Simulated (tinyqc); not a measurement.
What each parameter does: polytypes by hexagonality, and a cubic inclusion as a quantum well.

Gap: E3 + (E2 - E3) h. Valence top Ev2 h and polarisation P2 h, both counted from 3C; Ec = Ev + gap.

A cubic inclusion of width L = N d in the host (h = 1) is a well of depth V = Ec(host) - Ec(3C). Square well with mass mismatch: k tan(k L/2) = (m_w/m_b) q, k = sqrt(m_w E/c), q = sqrt(m_b (V - E)/c), c = hbar^2/2m0, lowest root. The depth of the level, V - E, is its binding, and the transition to the valence top of the host is gap(host) - (V - E). The step in polarisation gives a field |F| = |P|/(eps eps0) in a thin inclusion, eps0 = 8.8541878e-12 F/m.

Constants: hbar^2/2m0 = 3.80998211 eV angstrom^2.

Values chosen for the exercise (of the order of those of InAs; not measured data):
```
symbol  value           unit      meaning
E3      0.416           eV        gap of the cubic polytype
E2      0.456           eV        gap of 2H
Ev2     0.038           eV        valence top of 2H above that of 3C
P2      0.0018          C/m^2     spontaneous polarisation of 2H
m       (0.025, 0.027)  m0        electron mass along c in the cubic layer and in the host
d       3.507           angstrom  thickness of a double layer
eps     15.1                      dielectric constant
N       24                        double layers in the cubic inclusion
```

Well depth, depth of the level, transition without the field and field.

One parameter was then changed.

Results before and after:
```
case     V (eV)  depth (eV)  transition (eV)  |F| (MV/cm)
base     0.0780      0.0346           0.4214        0.135
changed  0.0980      0.0484           0.4076        0.135
```

Which of these changes was made? (a) E2 = 0.486 eV; (b) P2 = 0.0023 C/m^2; (c) m = (0.03, 0.027) m0; (d) eps = 16.1; (e) Ev2 = 0.068 eV; (f) N = 25; (g) E3 = 0.396 eV.

Answer: (g) E3 = 0.396 eV. Of the candidates, run in turn, only this one gives the changed row.

All candidates:
```
case                  V (eV)  depth (eV)  transition (eV)  |F| (MV/cm)
base                  0.0780      0.0346           0.4214        0.135
N = 25                0.0780      0.0360           0.4200        0.135
Ev2 = 0.068 eV        0.1080      0.0556           0.4004        0.135
E3 = 0.396 eV         0.0980      0.0484           0.4076        0.135
E2 = 0.486 eV         0.1080      0.0556           0.4304        0.135
P2 = 0.0023 C/m^2     0.0780      0.0346           0.4214        0.172
eps = 16.1            0.0780      0.0346           0.4214        0.126
m = (0.03, 0.027) m0  0.0780      0.0356           0.4204        0.135
```

Computed by tinyqc, a small Python program: `OMP_NUM_THREADS=1 python tinyqc.py 1880680 1880681 out.jsonl` (the numbers bound the seed that draws the inputs); one thread of a shared host (Intel(R) Xeon(R) Processor @ 2.30GHz), about 0.08 s for the whole set of steps.
